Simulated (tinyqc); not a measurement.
Worked calculation: empirical pseudopotential in a few plane waves. Computed by tinyqc, a small Python program that keeps every step. Settings: plane-wave index or count = 15. Command: `OMP_NUM_THREADS=1 python tinyqc.py 26546 26547 out.jsonl` (the two numbers bound the seeds that draw the settings). One thread of a shared host (Intel(R) Xeon(R) Processor @ 2.60GHz), about 0.2 s of CPU time with the checks.

## Bloch Hamiltonian at k

Parameters chosen for this model: fcc lattice, atoms at +/- a/8 (1,1,1); form factors in rydberg at |G|^2 in units of (2 pi/a)^2:
```
parameter                 value      unit
a                      5.530000  angstrom
VS(3)                 -0.231000        Ry
VS(8)                  0.037000        Ry
VS(11)                 0.063000        Ry
VA(3)                  0.034000        Ry
VA(4)                  0.049000        Ry
VA(11)                 0.000000        Ry
hbar^2/2m (2 pi/a)^2   4.918497        eV
```

k point k (2 pi / a): [0.040000, 0.130000, 0.400000]

Basis: the 15 shortest G (labels in 2 pi/a), the same at every k. H(G,G') = c |k + G|^2 delta + VS(|G-G'|^2) cos((G-G').tau) + i VA sin((G-G').tau), tau = a/8 (1,1,1); 1 Ry = 13.605693 eV.

H(k) at k (eV), order +0+0+0, -1-1-1, -1-1+1, -1+1-1, -1+1+1, +1-1-1, +1-1+1, +1+1-1, +1+1+1, -2+0+0, +0-2+0, +0+0-2, +0+0+2, +0+2+0, +2+0+0:
```
[[0.877952, 2.222377+0.327103i, -2.222377+0.327103i, -2.222377+0.327103i, -2.222377-0.327103i, -2.222377+0.327103i, -2.222377-0.327103i, -2.222377-0.327103i, 2.222377-0.327103i, 0.000000+0.666679i, 0.000000+0.666679i, 0.000000+0.666679i, 0.000000-0.666679i, 0.000000-0.666679i, 0.000000-0.666679i],
 [2.222377-0.327103i, 10.026356, 0.000000-0.666679i, 0.000000-0.666679i, -0.503411, 0.000000-0.666679i, -0.503411, -0.503411, 0.000000, -2.222377-0.327103i, -2.222377-0.327103i, -2.222377-0.327103i, -0.606103, -0.606103, -0.606103],
 [-2.222377-0.327103i, 0.000000+0.666679i, 17.895951, 0.503411, 0.000000-0.666679i, 0.503411, 0.000000-0.666679i, 0.000000, -0.503411, -2.222377+0.327103i, -2.222377+0.327103i, 0.606103, 2.222377-0.327103i, -0.606103, -0.606103],
 [-2.222377-0.327103i, 0.000000+0.666679i, 0.503411, 12.583974, 0.000000-0.666679i, 0.503411, 0.000000, 0.000000-0.666679i, -0.503411, -2.222377+0.327103i, 0.606103, -2.222377+0.327103i, -0.606103, 2.222377-0.327103i, -0.606103],
 [-2.222377+0.327103i, -0.503411, 0.000000+0.666679i, 0.000000+0.666679i, 20.453569, 0.000000, 0.503411, 0.503411, 0.000000-0.666679i, 2.222377+0.327103i, -0.606103, -0.606103, -2.222377-0.327103i, -2.222377-0.327103i, 0.606103],
 [-2.222377-0.327103i, 0.000000+0.666679i, 0.503411, 0.503411, 0.000000, 10.813315, 0.000000-0.666679i, 0.000000-0.666679i, -0.503411, 0.606103, -2.222377+0.327103i, -2.222377+0.327103i, -0.606103, -0.606103, 2.222377-0.327103i],
 [-2.222377+0.327103i, -0.503411, 0.000000+0.666679i, 0.000000, 0.503411, 0.000000+0.666679i, 18.682910, 0.503411, 0.000000-0.666679i, -0.606103, 2.222377+0.327103i, -0.606103, -2.222377-0.327103i, 0.606103, -2.222377-0.327103i],
 [-2.222377+0.327103i, -0.503411, 0.000000, 0.000000+0.666679i, 0.503411, 0.000000+0.666679i, 0.503411, 13.370934, 0.000000-0.666679i, -0.606103, -0.606103, 2.222377+0.327103i, 0.606103, -2.222377-0.327103i, -2.222377-0.327103i],
 [2.222377+0.327103i, 0.000000, -0.503411, -0.503411, 0.000000+0.666679i, -0.503411, 0.000000+0.666679i, 0.000000+0.666679i, 21.240529, -0.606103, -0.606103, -0.606103, -2.222377+0.327103i, -2.222377+0.327103i, -2.222377+0.327103i],
 [0.000000-0.666679i, -2.222377+0.327103i, -2.222377-0.327103i, -2.222377-0.327103i, 2.222377-0.327103i, 0.606103, -0.606103, -0.606103, -0.606103, 19.764980, 0.503411, 0.503411, -0.503411, -0.503411, 0.000000],
 [0.000000-0.666679i, -2.222377+0.327103i, -2.222377-0.327103i, 0.606103, -0.606103, -2.222377-0.327103i, 2.222377-0.327103i, -0.606103, -0.606103, 0.503411, 17.994321, 0.503411, -0.503411, 0.000000, -0.503411],
 [0.000000-0.666679i, -2.222377+0.327103i, 0.606103, -2.222377-0.327103i, -0.606103, -2.222377-0.327103i, -0.606103, 2.222377-0.327103i, -0.606103, 0.503411, 0.503411, 12.682344, 0.000000, -0.503411, -0.503411],
 [0.000000+0.666679i, -0.606103, 2.222377+0.327103i, -0.606103, -2.222377+0.327103i, -0.606103, -2.222377+0.327103i, 0.606103, -2.222377-0.327103i, -0.503411, -0.503411, 0.000000, 28.421534, 0.503411, 0.503411],
 [0.000000+0.666679i, -0.606103, -0.606103, 2.222377+0.327103i, -2.222377+0.327103i, -0.606103, 0.606103, -2.222377+0.327103i, -2.222377-0.327103i, -0.503411, 0.000000, -0.503411, 0.503411, 23.109557, 0.503411],
 [0.000000+0.666679i, -0.606103, -0.606103, -0.606103, 0.606103, 2.222377+0.327103i, -2.222377+0.327103i, -2.222377+0.327103i, -2.222377-0.327103i, 0.000000, -0.503411, -0.503411, 0.503411, 0.503411, 21.338899]]
```

## Levels at k

Diagonalise the Hermitian matrix.

eigenvalues (eV): [-1.811679, 7.140044, 9.096098, 9.481055, 13.435299, 14.776001, 16.140747, 16.538791, 18.144548, 19.529266, 21.858737, 23.062386, 24.873224, 25.989416, 31.003190]

## Bands along a path

The same steps at evenly spaced points between the labelled ones.

Bands along the path (eV), lowest eight:
```
k            band 1     band 2     band 3     band 4     band 5     band 6     band 7     band 8
L         -0.321172   3.690264   9.615078   9.615078  12.444818  15.218370  15.218370  19.019084
L-G 0.33  -1.270170   5.209682   9.694103   9.694103  12.607545  15.240824  15.240824  18.914092
L-G 0.67  -2.187288   8.009422  10.136607  10.136607  13.204158  15.034679  15.034679  15.899698
G         -2.520139  10.469608  10.469608  10.469608  12.644421  14.468101  14.468101  14.468101
G-X 0.33  -2.074229   8.069014   9.543076   9.543076  13.354033  14.736150  16.135778  16.135778
G-X 0.67  -0.807706   5.227271   8.494880   8.494880  12.134360  13.410891  19.329093  19.329093
X          0.632878   3.383732   8.253582   8.253582  11.668796  12.753209  23.096410  23.096410
```

With 4 band(s) filled, the highest filled level on these points lies at G and the lowest empty one at X: a gap of 1.1992 eV, indirect. This holds for the small fixed basis; with all plane waves up to |k + G|^2 = 21 (2 pi/a)^2 the gap along the path is 1.14 eV.

## Convergence with the number of plane waves

Levels at G counted from the fourth one.

Levels (eV):
```
plane waves     level 1   level 5   level 8
9            -15.857163  1.333358  1.933318
15           -12.989748  2.174812  3.998493
27           -12.309460  2.639989  3.982939
51           -12.332531  2.716030  4.063661
59           -12.357482  2.728795  3.892852
65           -12.366626  2.728617  3.860404
89           -12.340776  2.716161  3.883207
```
